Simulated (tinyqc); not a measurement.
Donors with valley-orbit split 1s states, step by step. Values are carried at full precision from step to step, so a last printed digit may differ when a step is redone from the rounded ones.

Each donor binds at most one electron, in any of its states. For a site s, W_s = sum over its states of g exp(E/kT), and the ionised share is 1/(1 + W_s exp(eta)), eta = (EF - Ec)/kT; n = Nc F_1/2(eta); neutrality n + NA = ND x (mean ionised share); holes are neglected. Nc from N = 2 (m kB T/(4 pi c))^(3/2) with c = hbar^2/2m0, in 1/angstrom^3; times 1e24 for 1/cm^3, m = md. F_j(eta) = (1/Gamma(j + 1)) integral_0^infinity x^j dx/(1 + exp(x - eta)), which tends to exp(eta) for eta << 0.

Constants: hbar^2/2m0 = 3.80998211 eV angstrom^2; kB = 8.617333262e-05 eV/K.

Values chosen for the exercise (near those of P in Si; not measured data): md = 1.08 m0 (density-of-states mass of the conduction band); E = (47.1, 35.2, 34.2) meV (binding energies of 1s(A1), 1s(T2), 1s(E)); g = (2, 6, 4) (their degeneracies with spin); T = 225 K; ND = 7.8e+17 1/cm^3 (donors); NA = 0 1/cm^3 (compensating acceptors, all ionised); mu0 = 64 cm^2/(V s) (mobility at heavy doping); mu1 = 1338 cm^2/(V s) (mobility at light doping and 300 K); Nr = 8.7e+16 1/cm^3 (reference doping); de = 0.72 (doping exponent); ga = 2.3 (temperature exponent).

## Partition sums of the neutral donor

Give each term g exp(E/kT), W_s, and the effective degeneracy W_s exp(-E_ground/kT).

Nc = 1.8294e+19 1/cm^3

terms: 1s(A1) 22.70, 1s(T2) 36.86, 1s(E) 23.34

W_s: donor 82.904

effective degeneracy: donor 7.304

The ground state alone would give 2 and all states together 12; here the excited states hold 73 % of the bound electrons.

## Neutrality

Solve for eta.

eta = -4.045
n = 3.18e+17 1/cm^3

ionised share: donor 0.408

n is 0.408 of ND - NA.

## Mobility and resistivity

Mobility (Caughey-Thomas form): mu = mu0 + (mu1 (T/300)^(-ga) - mu0)/(1 + ((ND + NA)/Nr)^de); rho = 1/(e n mu), e = 1.602176634e-19 C.

Compare with full ionisation, n = ND - NA.

mu = 496.2 cm^2/(V s)
rho = 0.0395 ohm cm
rho at full ionisation = 0.0161 ohm cm

Incomplete ionisation raises rho by a factor 2.45.

## Checks

- n at ND = 1e13 1/cm^3 against the root of n^2 = (Nc/W)(ND - n) (1/cm^3): both 1.000e+13.

(tinyqc, `OMP_NUM_THREADS=1 python tinyqc.py 1651357 1651358 out.jsonl`, Intel(R) Xeon(R) Processor @ 2.30GHz, 1 thread, shared host, about 0.01 s.)
